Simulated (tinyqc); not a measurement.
Worked calculation: Debye-Callaway model of lattice thermal conductivity. Computed by tinyqc, a small Python program that keeps every step. Command: `OMP_NUM_THREADS=1 python tinyqc.py 3025509 3025510 out.jsonl callaway walk`. One thread of a shared host (Intel(R) Xeon(R) Processor @ 2.30GHz), about 0.01 s of CPU time with the checks. Intermediate numbers are printed to about 6 digits and carried at full precision; extremes and crossings named in words are read from the listed rows.

Three acoustic branches with one velocity v, cut at omega_D = k_B Theta/hbar; x = hbar omega/(k_B T). v and Theta are separate inputs: Theta cuts off the heat-carrying modes, so C need not reach 3 k_B/V. gamma is an effective value that sets the umklapp rate. Heat flows along the film.

Inputs (values chosen for the exercise, modelled on boron arsenide):
```
quantity                                value        unit
sound velocity v                         5450         m/s
Debye temperature Theta                   672           K
volume per atom V                        13.6  angstrom^3
mean atomic mass M                       42.9           u
effective Grueneisen parameter gamma    0.911           -
umklapp exponent divisor b                2.5           -
vacancy fraction n_v                  7.5e-06           -
film thickness t                          3.3  micrometre
specularity p                             0.8           -
temperature T                             150           K
probe frequency omega/omega_D           0.074           -
```

Sample: film. Point defects: vacancies. Normal processes: left out.

Constants: k_B = 1.380649e-23 J/K; hbar = 1.054571817e-34 J s; u = 1.6605390666e-27 kg.

## Mass-fluctuation parameter

A vacancy counts as a mass defect Delta M/M = -3 (the missing mass and twice its bonds), so Gamma = 9 n_v. A = V Gamma/(4 pi v^3).

Gamma = 6.75e-05

Rayleigh coefficient A = 4.51277e-46 s^3

## Scattering rates at one frequency

Rates: point defects A omega^4; umklapp B omega^2 T exp(-Theta/(b T)) with B = hbar gamma^2/(M v^2 Theta). Film: the bulk time tau of each mode, from the resistive rates above, is multiplied by the Fuchs-Sondheimer factor F = (3/2) int_0^1 (1 - u^2) [1 - (1 - p) (u/d) (1 - E)/(1 - p E)] du, with E = exp(-d/u), d = t/(v tau), by 48 Gauss-Legendre points in z with u = z^4; the boundary rate is defined as 1/(F tau) - 1/tau. The resistive time is tau_R = 1/(boundary + point-defect + umklapp rates), and the free path is v tau_R.

omega = 6.51041e+12 rad/s

Rates:
```
process         rate (1/s)  rate x tau_R
boundaries     9.67863e+07      0.594495
point defects       810729    0.00497978
umklapp        6.52073e+07      0.400526
```

tau_R = 6.14234e-09 s

free path = 33475.8 nm

The strongest resistive process at this frequency: boundaries, 59 % of the resistive rate.

## The integrand on a coarse grid

x runs in ten equal steps to min(Theta/T, 12); g = x^4 e^x/(e^x - 1)^2; tau_C is the inverse of all rates summed; the last column is c tau_C g with c = (k_B/(2 pi^2 v)) (k_B T/hbar)^3.

Integrand:
```
x            g    tau_C (s)  c tau_C g (W/(m K))
0.448  0.19738  4.37721e-09               839.76
0.896  0.75120  1.55391e-09              1134.57
1.344  1.55733  7.04826e-10              1066.88
1.792  2.47410  3.66907e-10               882.32
2.240  3.35694  2.08608e-10               680.65
2.688  4.08806  1.26317e-10               501.92
3.136  4.59354  8.03123e-11               358.58
3.584  4.84638  5.31355e-11               250.30
4.032  4.85907  3.63526e-11               171.69
4.480  4.67060  2.55961e-11               116.20
```

Among these rows the integrand is largest at x = 0.90.

## Thermal conductivity

kappa_1 = c int tau_C g dx, g = x^4 e^x/(e^x - 1)^2, c = (k_B/(2 pi^2 v)) (k_B T/hbar)^3, over 0 < x < min(Theta/T, 40), by 96 Gauss-Legendre points in s with x = x_max s^2; tau_C = tau_R, the inverse of the summed rates, and kappa = kappa_1. Heat capacity C = 3 c int g dx / v^2; grey free path 3 kappa/(C v); the median free path v tau_C halves kappa_1 when the quadrature points are ordered by free path (each counted at half its weight, interpolated in the logarithm); likewise at 10 % and 90 %.

kappa_1 = 2686.40 W/(m K)

kappa = 2686.40 W/(m K)

heat capacity C = 1.27904e+06 J/(m^3 K)

grey free path = 1156.14 nm

median free path = 2888.82 nm

free path at 10 % of kappa_1 = 409.768 nm

free path at 90 % of kappa_1 = 18786.3 nm

The median free path is 2.5 times the grey one: a small share of the heat capacity, at low frequency, carries much of the heat. The middle 80 % of kappa_1 spans a factor 46 in free path.

## Leaving out one process at a time

The formulas are those given above.

Conductivity at T:
```
case                   kappa (W/(m K))  ratio to all
all processes                  2686.40             1
without point defects          3830.10       1.42574
without boundaries             3564.42       1.32684
```

Removing point defects raises kappa most, by a factor 1.43; removing boundaries gives only 1.33.

## Conductivity against temperature

The formulas are those given above.

Kappa (W/(m K)):
```
T (K)  all processes  without point defects
40           2874.68                9869.42
67           4427.01                11728.8
110          3718.38                6445.05
200          1864.13                2349.46
340          903.157                1002.50
540          485.498                512.490
870          266.009                273.834
```

kappa peaks among these rows at 67 K (T/Theta = 0.100) with 4430 W/(m K). The exponent d ln kappa/d ln T is 0.84 at the cold end and -1.26 at the hot end. Point defects cost most at 40 K, a factor 3.43.

Checks made by the program: heat capacity against the Debye function (relative difference below 1e-10).
